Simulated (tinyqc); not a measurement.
Inside a calculation. Method: sp3 tight binding, zinc-blende lattice. One step of it, computed by the program tinyqc.

Task: Levels at X. Diagonalise the Hermitian matrix.

H(k) at X (eV), lower triangle (Hermitian):
```
                     a s                a px                a py                a pz
a s           -15.250000
a px            0.000000           -6.500000
a py            0.000000            0.000000           -6.500000
a pz            0.000000            0.000000            0.000000           -6.500000
c s             0.000000  0.000000+8.085135i            0.000000            0.000000
c px  0.000000-8.085135i            0.000000            0.000000            0.000000
c py            0.000000            0.000000            0.000000  0.000000-9.368783i
c pz            0.000000            0.000000  0.000000-9.368783i            0.000000

             c s       c px       c py       c pz
c s   -12.190000
c px    0.000000  -4.900000
c py    0.000000   0.000000  -4.900000
c pz    0.000000   0.000000   0.000000  -4.900000
```

Give: eigenvalues.

Result:

eigenvalues (eV): -19.674  -17.916  -15.103  -15.103  -0.774  -0.476  3.703  3.703
